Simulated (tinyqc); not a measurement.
Conductivity against temperature: Debye-Callaway model of lattice thermal conductivity. Computed by tinyqc, a small Python program. Command: `OMP_NUM_THREADS=1 python tinyqc.py 3018199 3018200 out.jsonl callaway walk`. One thread of a shared host (Intel(R) Xeon(R) Processor @ 2.30GHz), about 0.01 s of CPU time with the checks.

Three acoustic branches with one velocity v, cut at omega_D = k_B Theta/hbar; x = hbar omega/(k_B T). v and Theta are separate inputs: Theta cuts off the heat-carrying modes, so C need not reach 3 k_B/V. gamma is an effective value that sets the umklapp rate.

Inputs (values chosen for the exercise, modelled on gallium arsenide):
```
quantity,value,unit
sound velocity v,3710,m/s
Debye temperature Theta,363,K
volume per atom V,22.6,angstrom^3
mean atomic mass M,72.3,u
effective Grueneisen parameter gamma,2.28,-
umklapp exponent divisor b,2,-
mass variance Gamma,0.00011,-
Casimir length L,610,micrometre
normal-process factor f_N,0.93,-
```

Sample: crystal. Point defects: isotopes. Normal processes: included.

Constants: k_B = 1.380649e-23 J/K; hbar = 1.054571817e-34 J s; u = 1.6605390666e-27 kg.

Method:
- Gamma is given directly by the isotope mixture. A = V Gamma/(4 pi v^3).
- Rates: point defects A omega^4; umklapp B omega^2 T exp(-Theta/(b T)) with B = hbar gamma^2/(M v^2 Theta); normal processes f_N B omega^2 T (T/Theta)^2. Boundaries: v/L.
- kappa_1 = c int tau_C g dx, g = x^4 e^x/(e^x - 1)^2, c = (k_B/(2 pi^2 v)) (k_B T/hbar)^3, over 0 < x < min(Theta/T, 40), by 96 Gauss-Legendre points in s with x = x_max s^2; 1/tau_C = 1/tau_R + 1/tau_N; kappa_2 = c [int (tau_C/tau_N) g dx]^2 / int (tau_C/(tau_N tau_R)) g dx; kappa = kappa_1 + kappa_2.
- The boundary limit is C v^2/(3 x boundary rate), with C = 3 c int g dx / v^2.

Rayleigh coefficient A = 3.87409e-45 s^3

Kappa (W/(m K)):
```
T (K),all processes,without point defects,boundary limit
3.6,81.014,84.301,84.301
7.3,518.07,702.90,702.90
13,1558.8,3969.1,3969.7
22,2717.0,16137,19235
36,2325.8,6228.8,82142
62,838.05,1194.1,3.0906e+05
110,262.64,297.24,6.8003e+05
180,103.49,109.11,9.1261e+05
290,44.715,45.933,1.0268e+06
470,20.415,20.734,1.0767e+06
```

kappa peaks among these rows at 22 K (T/Theta = 0.061) with 2720 W/(m K). The exponent d ln kappa/d ln T is 2.62 at the cold end and -1.62 at the hot end. The normal rate is taken to grow as T^3 at all T, which overstates it above Theta. Point defects cost most at 22 K, a factor 5.94.

Extremes, crossings and ranges named in words are read from the listed rows.
